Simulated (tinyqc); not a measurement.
Bias-temperature instability, empirical power law with universal recovery: two steps of the calculation.

Threshold-voltage shift at the end of a stress: dV = A (V/V0)^g exp[-(Ea q/kB)(1/T - 1/T0)] (t/1 s)^n. After a delay tr the permanent share pp stays and the rest falls by r = 1/(1 + B (tr/t)^be). An empirical model: its parameters are fits, not properties.

Values chosen for this exercise: reference stress voltage V0 = 2 V; reference temperature T0 = 373 K; shift after 1 s at V0 and T0 A = 9.9 mV; time exponent n = 0.12; voltage exponent g = 4.3; apparent activation energy of the shift Ea = 0.15 eV; permanent share pp = 0.35; recovery scale B = 2.4; recovery dispersion be = 0.13; use voltage V = 0.84 V; use temperature T = 328 K; failure criterion dc = 30 mV; delay before the measurement tr = 10 s.

Constants: q = 1.602176634e-19 C, kB = 1.380649e-23 J/K. Results are converted to the units shown.

Task 1. Shift and lifetime at use conditions. The lifetime solves dV = dc; ten years are 3.15576e8 s.

Give: voltage factor; temperature factor; shift after ten years; lifetime; largest voltage for ten years.

Result 1.

voltage factor = 0.023987
temperature factor = 0.52716
shift after ten years = 1.3105 mV
lifetime = 2.141e12 years
largest voltage for ten years = 1.7397 V

The device passes: the shift at ten years is below dc. A lifetime beyond 100 years is a far extrapolation of the power law. In time the voltage exponent is g/n = 35.8 and the activation energy Ea/n = 1.25 eV.

Task 2. What a delayed measurement sees. At V0 and T0, measured shift = dV [pp + (1 - pp) r]; the apparent exponent is the slope of ln(shift) against ln t between the first and last point.

t, point 0 to 2 (s): [100, 1000, 10000]

Wanted: dV; share left; measured; apparent n.

Result 2.

dV, point 0 to 2 (mV): [17.20, 22.68, 29.90]
share left, point 0 to 2: [0.5839, 0.6303, 0.6787]
measured, point 0 to 2 (mV): [10.05, 14.30, 20.29]
apparent n = 0.1527

The delay hides 32.1 % of the last shift and raises the exponent from 0.12 to 0.153, since short stresses recover by a larger share.

tinyqc, about 0.01 s, one thread, Intel Xeon 2.30GHz (shared host): `OMP_NUM_THREADS=1 python tinyqc.py 2070026 2070027 out.jsonl`
